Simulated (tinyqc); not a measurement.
Deep level with several charge states, and Shockley-Read-Hall recombination: one step. The neutral state. Four cases, with inputs chosen for the exercise.

Problem. Solve for EF.

Energies from Ev. The defect has charge states +1, 0, -1 with weights 1, gm exp((EF - E1)/kT), exp((2 EF - E1 - E2)/kT); the shares are the weights over their sum. Boltzmann carriers: n = Nc exp((EF - Eg)/kT), p = Nv exp(-EF/kT). Neutrality: p - n + Nd + Nt <q> = 0.

Constants: kB = 8.617333262e-05 eV/K.

Case 1.

Values chosen (gap and densities of states near those of Si at this temperature; not measured data): Eg = 1.083 eV (gap); Nc = 5.04e+19 1/cm^3 (conduction-band density of states); Nv = 2.07e+19 1/cm^3 (valence-band density of states); T = 450 K; E1 = 0.328 eV (level (+1/0) above Ev); E2 = 0.742 eV (level (0/-1) above Ev); gm = 1 (degeneracy of the middle state, the others 1); Nt = 4.9e+14 1/cm^3 (defects); Nd = 6.9e+13 1/cm^3 (ionised shallow donors minus acceptors).

Case 2.

Values chosen (gap and densities of states near those of Si at this temperature; not measured data): Eg = 1.123 eV (gap); Nc = 2.74e+19 1/cm^3 (conduction-band density of states); Nv = 1.15e+19 1/cm^3 (valence-band density of states); T = 300 K; E1 = 0.658 eV (level (+1/0) above Ev); E2 = 0.556 eV (level (0/-1) above Ev); gm = 1 (degeneracy of the middle state, the others 1); Nt = 7.4e+15 1/cm^3 (defects); Nd = 1e+15 1/cm^3 (ionised shallow donors minus acceptors).

Case 3.

Values chosen (gap and densities of states near those of GaAs at this temperature; not measured data): Eg = 1.382 eV (gap); Nc = 7.31e+17 1/cm^3 (conduction-band density of states); Nv = 1.35e+19 1/cm^3 (valence-band density of states); T = 400 K; E1 = 0.972 eV (level (+1/0) above Ev); E2 = 0.845 eV (level (0/-1) above Ev); gm = 1 (degeneracy of the middle state, the others 1); Nt = 4.2e+14 1/cm^3 (defects); Nd = -1.7e+14 1/cm^3 (ionised shallow donors minus acceptors).

Case 4.

Values chosen (gap and densities of states near those of Ge at this temperature; not measured data): Eg = 0.649 eV (gap); Nc = 1.06e+19 1/cm^3 (conduction-band density of states); Nv = 5.09e+18 1/cm^3 (valence-band density of states); T = 300 K; E1 = 0.255 eV (level (+1/0) above Ev); E2 = 0.456 eV (level (0/-1) above Ev); gm = 1 (degeneracy of the middle state, the others 1); Nt = 2.9e+15 1/cm^3 (defects); Nd = -8.7e+14 1/cm^3 (ionised shallow donors minus acceptors).

Give: EF; shares at EF; n; p.

Solution.

Case 1.

EF = 0.5630 eV

shares at EF: +1 0.002, 0 0.988, -1 0.010

n = 7.56e+13 1/cm^3
p = 1.03e+13 1/cm^3

Without the defects the majority density would be 7.88e+13 1/cm^3; with them the density of these carriers is 7.56e+13, nearly the same. Most defects are in the state 0.

Case 2.

EF = 0.6108 eV

shares at EF: +1 0.400, 0 0.064, -1 0.535

n = 6.80e+10 1/cm^3
p = 6.32e+08 1/cm^3

Without the defects the majority density would be 1.00e+15 1/cm^3; with them the density of these carriers is 6.80e+10, so the defects have removed nearly all of those carriers. Most defects are in the state -1. The level order is inverted (negative U), so the middle state is never the most common.

Case 3.

EF = 0.8924 eV

shares at EF: +1 0.670, 0 0.067, -1 0.264

n = 4.96e+11 1/cm^3
p = 7.69e+07 1/cm^3

Without the defects the majority density would be 1.70e+14 1/cm^3; with them the density of these carriers is 7.69e+07, below that of the other kind: the type has inverted, so the defects more than cancel the doping. Most defects are in the state +1. The level order is inverted (negative U), so the middle state is never the most common.

Case 4.

EF = 0.2808 eV

shares at EF: +1 0.269, 0 0.730, -1 0.001

n = 6.90e+12 1/cm^3
p = 9.78e+13 1/cm^3

Without the defects the majority density would be 8.71e+14 1/cm^3; with them the density of these carriers is 9.78e+13, so they compensate part of the doping. Most defects are in the state 0.

Computed by tinyqc, one run a case: `OMP_NUM_THREADS=1 python tinyqc.py N N+1 out.jsonl` with N = 1681955, 1681997, 1682060, 1682168; one thread of a shared Intel(R) Xeon(R) Processor @ 2.30GHz, about 0.01 s a run at most.
